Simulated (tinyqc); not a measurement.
From results to parameters: Hubbard dimer. Computed by the program tinyqc.

Problem. A two-site Hubbard model with two electrons has its ground state at (U - sqrt(U^2 + 16 t^2))/2, the triplet at 0 and the odd ionic singlet at U. Find t, U and the double occupancy per site.

singlet-triplet splitting = 0.681462 eV
gap from the ground state to the ionic odd singlet = 9.171462 eV

Solution. The difference of the two gaps is U and their product is 4 t^2; the double occupancy per site is (1 - U/sqrt(U^2 + 16 t^2))/4.

t, U (eV): 1.2500  8.4900
double occupancy per site = 0.035
